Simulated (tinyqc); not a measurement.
The diagram with and without ligand: potential-pH (Pourbaix) lines of a metal, its cation, its oxide and an oxyanion, with a complexing ligand. Computed by tinyqc, a small Python program. Command: `OMP_NUM_THREADS=1 python tinyqc.py 3023192 3023193 out.jsonl pourb walk`. One thread of a shared host (Intel(R) Xeon(R) Processor @ 2.30GHz), about 0.02 s of CPU time with the checks.

Potentials are against the standard hydrogen electrode; solids and water have unit activity; dG_f of M, H+ and the electron is zero; F = e N_A and s = R T ln(10)/F. The cation carries z = 3.

Inputs (values chosen for the exercise, modelled on gallium):
```
quantity                                      value    unit
dG_f of the cation                           -157.6  kJ/mol
dG_f of the oxide                            -999.7  kJ/mol
dG_f of the oxyanion                        -534.02  kJ/mol
dG_f of water                               -237.14  kJ/mol
temperature T                                298.15       K
log10 of the dissolved activity a                -6       -
log10 of the stability constant beta of ML      3.9       -
pKa of HL                                       7.1       -
total ligand c_L                             0.0012   mol/L
```

Species: M, M3+, M2O3, MO2(-).

Constants: R = 8.314462618 J/(mol K); e = 1.602176634e-19 C; N_A = 6.02214076e+23 1/mol.

Method. M3+ + 3e = M; (1/2) M2O3 + 3H+ + 3e = M + (3/2) H2O; MO2(-) + 4H+ + 3e = M + 2H2O. For each, E0 = -dG/(z F), and E = E0 + (s/z) log10 a - (s n_H/z) pH, with no activity term for the oxide. The free ligand is c_L/(1 + 10^(pKa - pH)) (ligand in excess); dissolved metal is a in all, so the free cation is a/alpha, alpha = 1 + beta [L]; the cation line drops by (s/z) log10 alpha.

E0 (V): cation -0.544470, oxide -0.497969, oxyanion -0.206387

s = 0.0591593 V

Lines against the metal (V); the species with the lowest line is stable above it:
```
pH    cation    oxide  oxyanion  stable above  cation with ligand  stable above, ligand
0   -0.66279  -0.4980   -0.3247        cation            -0.66279             dissolved
2   -0.66279  -0.6163   -0.4825        cation            -0.66279             dissolved
4   -0.66279  -0.7346   -0.6402         oxide            -0.66285                 oxide
5   -0.66279  -0.7938   -0.7191         oxide            -0.66341                 oxide
6   -0.66279  -0.8529   -0.7980         oxide            -0.66734                 oxide
7   -0.66279  -0.9121   -0.8769         oxide            -0.67694                 oxide
8   -0.66279  -0.9712   -0.9557         oxide            -0.68204                 oxide
9   -0.66279  -1.0304   -1.0346      oxyanion            -0.68286              oxyanion
10  -0.66279  -1.0896   -1.1135      oxyanion            -0.68294              oxyanion
12  -0.66279  -1.2079   -1.2713      oxyanion            -0.68295              oxyanion
14  -0.66279  -1.3262   -1.4290      oxyanion            -0.68295              oxyanion
```

What follows from these numbers?

Without ligand the oxide holds 5 of the eleven rows (pH 4 to 8), with it 5 (pH 4, 5, 6, 7, 8). The ligand acts once beta [L] exceeds 1, from pH = pKa - log10(beta c_L) = 6.1 on; its line then falls by at most s/z per pH unit and flattens beyond pKa, 0.020 V below the free cation at most. The oxide line falls faster, by s per pH unit.

Extremes, crossings and ranges named in words are read from the listed rows.
